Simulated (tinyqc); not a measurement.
Gate sweep: ballistic transport through the one-dimensional subbands of a rectangular nanowire or nanosheet channel. Computed by tinyqc, a small Python program. Command: `OMP_NUM_THREADS=1 python tinyqc.py 3028086 3028087 out.jsonl wire walk`. One thread of a shared host (Intel(R) Xeon(R) Processor @ 2.30GHz), about 0.02 s of CPU time with the checks.

Hard walls, parabolic subbands, transport along x. Energies are counted from the bulk conduction band edge at the top of the barrier, which the gate pulls down by U; the source Fermi level lies at the bulk edge when U = 0.

Inputs (values chosen for the exercise, modelled on silicon):

| quantity | value | unit |
|---|---|---|
| light mass m_t | 0.19 | m_0 |
| heavy mass m_l | 0.911 | m_0 |
| height a | 4.7 | nm |
| width b | 10 | nm |
| equivalent oxide thickness t | 1.5 | nm |
| drain voltage V_D | 0.05 | V |
| temperature T | 77 | K |

Valleys: silicon [100] wire.

Constants: hbar^2/(2 m_0) = 3.80998212 eV angstrom^2; k_B = 8.617333262e-05 eV/K; m_0 = 9.1093837015e-31 kg; k_B = 1.380649e-23 J/K; hbar = 1.054571817e-34 J s; eps_0 = 8.8541878128e-12 F/m; e = 1.602176634e-19 C; h = 6.62607015e-34 J s.

Method:
- E_pq = (hbar^2 pi^2/2)(p^2/(m_y b^2) + q^2/(m_z a^2)); valley pairs: (m_x, m_y, m_z) = (m_t, m_t, m_l), (m_t, m_l, m_t), (m_l, m_t, m_t), each with degeneracy g = 2; the 10 lowest subbands are kept.
- F_j(eta) = (1/Gamma(j + 1)) int_0^infinity x^j/(1 + exp(x - eta)) dx, F_0 = ln(1 + exp(eta)). Integrals over x = E/(k_B T) use 160 Gauss-Legendre points in u = sqrt(x) from 0 to sqrt(max(eta, 0) + 32).
- With degeneracy g = 2, eta_i = (U - E_i)/(k_B T) and u = e V_D/(k_B T): line density n = sum_i g sqrt(2 m_x k_B T/pi)/(2 hbar) [F_-1/2(eta_i) + F_-1/2(eta_i - u)]; gate: e n = C_ox (V_G - U/e), C_ox = 3.9 eps_0 2 (a + b)/t (flat-plate estimate); I = (2 e k_B T/h) sum_i g [F_0(eta_i) - F_0(eta_i - u)].
- Open modes are sum_i g/(1 + exp(-eta_i)). The last column is e dn/dV_G over C_ox, taken up to the next row.

Subbands:

| valley axis | p | q | E (meV) | m_x (m_0) |
|---|---|---|---|---|
| z | 1 | 1 | 38.477 | 0.190 |
| y | 1 | 1 | 93.721 | 0.190 |
| z | 1 | 2 | 94.534 | 0.190 |
| z | 2 | 1 | 97.850 | 0.190 |
| y | 2 | 1 | 106.104 | 0.190 |
| x | 1 | 1 | 109.384 | 0.911 |
| y | 3 | 1 | 126.742 | 0.190 |
| z | 2 | 2 | 153.907 | 0.190 |
| y | 4 | 1 | 155.635 | 0.190 |
| x | 2 | 1 | 168.757 | 0.911 |

Against the gate voltage:

| V_G (V) | U (meV) | n (1/nm) | I (microampere) | open modes | C_g/C_ox |
|---|---|---|---|---|---|
| -0.260 | -260.00 | 2.9923e-21 | 2.9946e-20 | 5.8279e-20 | 2.4855e-14 |
| -0.160 | -160.00 | 1.0499e-14 | 1.0508e-13 | 2.0449e-13 | 1.1138e-06 |
| -0.042 | -42.00 | 5.5520e-07 | 5.5564e-06 | 1.0813e-05 | 2.7748e-01 |
| 0.088 | 51.93 | 1.5238e-01 | 2.2125e+00 | 1.7771e+00 | 6.6316e-01 |
| 0.190 | 86.28 | 4.3813e-01 | 7.6526e+00 | 3.3963e+00 | 8.8041e-01 |
| 0.320 | 101.83 | 9.2162e-01 | 1.2374e+01 | 7.5578e+00 | 9.1680e-01 |
| 0.460 | 113.48 | 1.4638e+00 | 1.8966e+01 | 1.0672e+01 | 9.1898e-01 |
| 0.620 | 126.44 | 2.0850e+00 | 2.8660e+01 | 1.2748e+01 | 9.2107e-01 |
| 0.790 | 139.86 | 2.7464e+00 | 3.9512e+01 | 1.4127e+01 | 9.3864e-01 |
| 0.990 | 152.13 | 3.5394e+00 | 4.8105e+01 | 1.5711e+01 | - |

Between the first two rows the current rises one decade per 15 mV, against the limit ln(10) k_B T/e = 15 mV. Above threshold C_g/C_ox lies between 0.66 and 0.94: the quantum capacitance in series costs a visible part. In the last rows the tenth subband begins to fill, so the truncation shows.

Extremes, crossings and ranges named in words are read from the listed rows.
